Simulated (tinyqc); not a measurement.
Worked calculation: tight binding, dimerised chain. One step of it, computed by the program tinyqc.

Problem. Levels at k. Diagonalise the Hermitian matrix.

H(k) at k (eV):
```
                     A                    B
A             0.000000  -2.740705+1.326959i
B  -2.740705-1.326959i             0.000000
```

Give: eigenvalues; weights |c|^2 of the basis functions.

Solution.

eigenvalues (eV): -3.0450  3.0450

weights |c|^2 of the basis functions:
```
   band 1  band 2
A  0.5000  0.5000
B  0.5000  0.5000
```
